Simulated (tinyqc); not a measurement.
Worked calculation: space-charge-limited current through a thin insulating or semi-insulating film with traps. Computed by tinyqc, a small Python program that keeps every step. Command: `OMP_NUM_THREADS=1 python tinyqc.py 3020918 3020919 out.jsonl sclc walk`. One thread of a shared host (Intel(R) Xeon(R) Processor @ 2.30GHz), about 0.01 s of CPU time with the checks. Intermediate numbers are printed to about 6 digits and carried at full precision; extremes and crossings named in words are read from the listed rows.

One ohmic injecting contact at x = 0 (field zero), drift only, non-degenerate free carriers.

Inputs (values chosen for the exercise, modelled on semi-insulating GaAs):
```
quantity                                            value        unit
permittivity eps                                     12.9           -
band mobility mu                                     4300  cm^2/(V s)
effective density of states N_c                   4.7e+17      1/cm^3
trap density N_t                                  1.8e+18      1/cm^3
equilibrium Fermi level below the band edge, E_0     0.88          eV
thickness d                                           170          nm
free density at the anode, in units of N_c        9.4e-05           -
temperature T                                         300           K
characteristic temperature T_c                       1200           K
```

Traps: exponential tail.

Constants: k_B = 8.617333262e-05 eV/K; e = 1.602176634e-19 C; eps_0 = 8.8541878128e-12 F/m.

## Equilibrium and landmark voltages

Free density n_0 = N_c exp(-E_0/k_B T) in equilibrium; trapped density n_t(n) = N_t (n/N_c)^(T/T_c) (the low-temperature form). theta = n/(n + n_t) at the anode density; trap-filled-limit voltage V_TFL = e (N_t - n_t(n_0)) d^2/(2 eps eps_0).

n_0 = 774.013 1/cm^3

n_t(n_0) = 3.62606e+14 1/cm^3

theta = 2.49209e-04

V_TFL = 36.4775 V

## One point of the curve

J = e mu n F and (eps eps_0/e) dF/dx = n - n_0 + n_t(n) - n_t(n_0) = rho(n). With F = J/(e mu n): d = (eps eps_0 J/(e^2 mu)) I_1 and V = (eps eps_0 J^2/(e^3 mu^2)) I_2, I_k = int_(n_L)^infinity dn/(n^(k+1) rho(n)), n_L the density at the anode; with u = n_L/n, 200 Gauss-Legendre points in t, u = 1 - (1 - t)^2. Anode field J/(e mu n_L); Mott-Gurney current (9/8) eps eps_0 mu V^2/d^3; ohmic current e n_0 mu V/d.

I_1 = 1.02278e-31 cm^6

I_2 = 1.28662e-45 cm^9

current density J = 16062.6 A/cm^2

voltage V = 4.98602 V

anode field over mean field V/d = 1.79932

trap-free Mott-Gurney current = 2.79589e+07 A/cm^2

ohmic current = 1.56398e-07 A/cm^2

J is 5.75e-4 times the trap-free law and 1.03e11 times the ohmic current; theta is 2.49e-4. The field ratio is 1 for ohmic flow, 3/2 for the square law and 2 for a uniform fixed charge; here 1.80. Caution: mu V/d exceeds 1e7 cm/s, so velocity saturation would limit the current.

## The whole curve

The last column is d ln J/d ln V up to the next row.

Current against voltage:
```
n_L (1/cm^3)        V (V)   J (A/cm^2)    slope
8.10e+02      1.13999e-03  4.71518e-11  2.29603
1.40e+04      1.30255e-02  1.26606e-08  3.92027
2.60e+05      3.57991e-02  6.66443e-07  4.49108
4.60e+06      8.17680e-02  2.72121e-05  4.75447
8.20e+07      1.76324e-01  1.05065e-03  4.88135
1.50e+09      3.73037e-01  4.07432e-02  4.94239
2.60e+10      7.69311e-01  1.45779e+00  4.97178
4.70e+11      1.59465e+00  5.46483e+01  4.98506
8.30e+12      3.27790e+00  1.98407e+03  4.98226
1.50e+14      6.77959e+00  7.41298e+04  4.90930
2.60e+15      1.40498e+01  2.65236e+06  4.45747
4.70e+16      3.22300e+01  1.07385e+08        -
```

The slope starts at 2.30, peaks at 5.0 between 1.59 and 3.28 V and ends at 4.46. Rows below 0.26 V (10 k_B T/e) are formal, since diffusion from the contact rules there. Self-heating is left out, although J V exceeds 1e5 W/cm^2 at the last row. The last rows ignore velocity saturation (mu V/d above 1e7 cm/s). An exponential tail gives the power law T_c/T + 1 = 5.00, which the middle rows approach.

Checks made by the program: trap-free limit against the Mott-Gurney law (relative difference 5e-08).
